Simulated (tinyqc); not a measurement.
Comparisons within one model: band edges of strained Si(1-x)Ge(x) on relaxed Si(1-y)Ge(y). A value that a table varies takes the place of the one given here.

Values are linear in the Ge fraction but for ED(x) = linear - CD x (1 - x) and a(x) = linear - Ca x (1 - x). Energies are on the common scale of Ev.

Coherent growth on a (111) face: e_par = (a(y) - a(x))/a(x), e_perp = -(2 C11 + 4 C12 - 4 C44)/(C11 + 2 C12 + 4 C44) e_par; exx = eyy = ezz = (2 e_par + e_perp)/3 and exy = eyz = ezx = (e_perp - e_par)/3.

A valley with unit axis u lies at Ev + gap + (av + a_valley) tr(e) + Xu (u.e.u - tr(e)/3); the Delta axes are x, y, z and the L axes [111], [1-1-1], [-11-1], [-1-11]. The second-order shift of the Delta valleys under shear is left out; it lowers the pair normal to the sheared plane by tens of meV at a shear of 1 %.

Valence edges: Ev plus the levels of the 6 x 6 matrix of X, Y, Z times spin with -Dso/3 + l exx + m (eyy + ezz) on the diagonal (cyclic), n exy off it, l = av + 2 b, m = av - b, n = sqrt(3) d. Spin-orbit term (Dso/3) L.sigma on X, Y, Z with (L_k)_ij = -i epsilon_kij: <X+|H|Y+> = -i Dso/3, <X+|H|Z-> = Dso/3, <Y+|H|Z-> = -i Dso/3, <Z+|H|X-> = -Dso/3, <Z+|H|Y-> = i Dso/3, <X-|H|Y-> = i Dso/3, and their conjugates; + and - are the spin along z.

Coherent growth: e_par = (a(y) - a(x))/a(x). (001): e_perp = -2 (C12/C11) e_par; exx = eyy = e_par, ezz = e_perp, no shear. (111): e_perp = -(2 C11 + 4 C12 - 4 C44)/(C11 + 2 C12 + 4 C44) e_par; exx = eyy = ezz = (2 e_par + e_perp)/3 and exy = eyz = ezx = (e_perp - e_par)/3. (110): e_perp = -(C11 + 3 C12 - 2 C44)/(C11 + C12 + 2 C44) e_par; exx = eyy = (e_par + e_perp)/2, ezz = e_par, exy = (e_perp - e_par)/2, eyz = ezx = 0.

Values chosen for the exercise (end members near Si and Ge, in this order; shifted at random, so the results belong to these values and not to a real crystal): a = (5.425, 5.66) angstrom (lattice constant); Dso = (0.044, 0.29) eV (spin-orbit splitting); av = (2.46, 1.22) eV (valence hydrostatic potential); b = (-2.1, -2.53) eV (tetragonal shear potential); d = (-4.75, -5.3) eV (trigonal shear potential); C11 = (164, 128.2) GPa; C12 = (63.6, 49) GPa; C44 = (79.4, 66.6) GPa; Ev = (0, 0.69) eV (top of the unstrained valence band); ED = (1.134, 0.928) eV (gap to the Delta valleys); EL = (1.983, 0.734) eV (gap to the L valleys); aD = (1.6, 1.3) eV (hydrostatic potential of the Delta gap); aL = (-2.89, -2.64) eV (hydrostatic potential of the L gap); XuD = (8.87, 9.32) eV (uniaxial potential, Delta); XuL = (16.46, 15.14) eV (uniaxial potential, L); CD = 0.22 eV (bowing of the Delta gap); Ca = 0 angstrom (bowing of the lattice constant); face = 111 (growth face); y = 0 (Ge fraction of the relaxed buffer); x = 0.29 (Ge fraction of the layer).

## Composition of the layer

The buffer is kept. dEc = Ec(buffer) - Ec(layer), dEv = Ev(layer) - Ev(buffer); buffer edges Ev(y) and Ev(y) + min(ED, EL). The digit behind Delta or L counts whole valleys.

Results:
```
x     e_par (%)  lowest valleys  gap (eV)  next valleys above (meV)  valence splitting (meV)  dEc (eV)  dEv (eV)
0.08      -0.35          Delta6     1.079                       788                       21    -0.001     0.056
0.16      -0.69          Delta6     1.027                       724                       35    -0.007     0.113
0.24      -1.03          Delta6     0.978                       657                       47    -0.016     0.172
0.31      -1.33          Delta6     0.938                       596                       58    -0.028     0.224
0.39      -1.66          Delta6     0.895                       524                       69    -0.045     0.284
0.47      -2.00          Delta6     0.855                       449                       80    -0.067     0.346
0.55      -2.33          Delta6     0.818                       371                       91    -0.093     0.409
```

How do the results move?

The gap is 1.079 eV in the first row and 0.818 eV in the last. The lowest valleys are Delta6 throughout. Per 0.1 of x the valence offset moves by +75 meV on average; the conduction offset lies between -93 and -1 meV. Electrons and holes sit on opposite sides in every row (type II). Offsets below about 30 meV are within the spread of parameter sets, so those rows do not settle the type. Strains above 2 % can be kept only in layers of a few nanometres.

## Composition of the buffer

The layer is kept. dEc = Ec(buffer) - Ec(layer), dEv = Ev(layer) - Ev(buffer); buffer edges Ev(y) and Ev(y) + min(ED, EL). The digit behind Delta or L counts whole valleys.

Results:
```
y     e_par (%)  lowest valleys  gap (eV)  next valleys above (meV)  valence splitting (meV)  dEc (eV)  dEv (eV)
0.00      -1.24          Delta6     0.949                       614                       55    -0.024     0.209
0.12      -0.73          Delta6     0.982                       605                       42    -0.019     0.122
0.24      -0.21          Delta6     1.015                       596                       16    -0.007     0.036
0.36       0.30          Delta6     1.022                       526                       26     0.011    -0.024
0.48       0.81          Delta6     1.002                       412                       79     0.036    -0.058
0.60       1.33          Delta6     0.978                       299                      136     0.067    -0.088
0.72       1.84          Delta6     0.952                       186                      195     0.104    -0.115
0.84       2.35          Delta6     0.925                        73                      255     0.148    -0.141
```

What does this show, and why?

The gap is 0.949 eV in the first row and 0.925 eV in the last, with its largest listed value, 1.022 eV, at y = 0.36: it peaks near the match y = x, since strain of either sign narrows it. The lowest valleys are Delta6 throughout. Per 0.1 of y the valence offset moves by -42 meV on average; the conduction offset lies between -24 and +148 meV. Electrons and holes sit on opposite sides in every row (type II). Offsets below about 30 meV are within the spread of parameter sets, so those rows do not settle the type. Strains above 2 % can be kept only in layers of a few nanometres.

## The same layer on three faces

dEc = Ec(buffer) - Ec(layer), dEv = Ev(layer) - Ev(buffer); buffer edges Ev(y) and Ev(y) + min(ED, EL). The digit behind Delta or L counts whole valleys.

Results:
```
face   e_par (%)  lowest valleys  gap (eV)  next valleys above (meV)  valence splitting (meV)  dEc (eV)  dEv (eV)  Delta spread (meV)  L spread (meV)
(001)      -1.24          Delta4     0.891                       198                       54     0.026     0.217                 198               0
(111)      -1.24          Delta6     0.949                       614                       55    -0.024     0.209                   0             252
(110)      -1.24          Delta2     0.894                        83                       57     0.028     0.212                  83             199
```

What can be read from the table?

On (001) only the Delta valleys split (198 meV), on (111) only the L valleys (252 meV), on (110) both (83 and 199 meV). The lowest valleys are Delta4 on (001), Delta6 on (111) and Delta2 on (110); the smallest gap is 0.891 eV on (001) and the largest 0.949 eV on (111).

## What each parameter does

dEc = Ec(buffer) - Ec(layer), dEv = Ev(layer) - Ev(buffer); buffer edges Ev(y) and Ev(y) + min(ED, EL). Each row changes one parameter from the base and keeps the others.

Results:
```
case                      gap (eV)  valence splitting (meV)  dEc (eV)  dEv (eV)
base                        0.9494                     54.8   -0.0243    0.2089
x = 0.32                    0.9325                     59.1   -0.0299    0.2314
y = 0.03                    0.9576                     52.4   -0.0235    0.1873
CD = 0.27 eV                0.9391                     54.8   -0.0140    0.2089
aL = (-3.323, -3.036) eV    0.9494                     54.8   -0.0243    0.2089
Dso = (0.051, 0.333) eV     0.9494                     59.4   -0.0243    0.2089
b = (-2.415, -2.909) eV     0.9494                     54.8   -0.0243    0.2089
d = (-5.462, -6.095) eV     0.9419                     57.6   -0.0243    0.2164
Ev = (0, 0.793) eV          0.9494                     54.8   -0.0541    0.2388
```

What does this show?

The largest shifts from the base row, up to three for each result and ties (the steps differ in size, so this ranks the rows, not the parameters). gap (eV): x -0.0168, CD -0.0103, y +0.0082; unchanged at the printed digits by aL, Dso, b and Ev. valence splitting (meV): Dso +4.7, x +4.3, d +2.8; unchanged at the printed digits by CD, aL, b and Ev. dEc (eV): Ev -0.0299, CD +0.0103, x -0.0056; unchanged at the printed digits by aL, Dso, b and d. dEv (eV): Ev +0.0299, x +0.0225, y -0.0216; unchanged at the printed digits by CD, aL, Dso and b. The lowest valleys of the layer are Delta6, so among the conduction-band potentials only those of that family reach the gap and dEc; the buffer is unstrained. A shift large enough to swap the lowest family would change that.

Run: tinyqc, `OMP_NUM_THREADS=1 python tinyqc.py 1080805 1080806 out.jsonl`; Intel(R) Xeon(R) Processor @ 2.30GHz, one thread, shared host; about 0.01 s of CPU time with all checks.
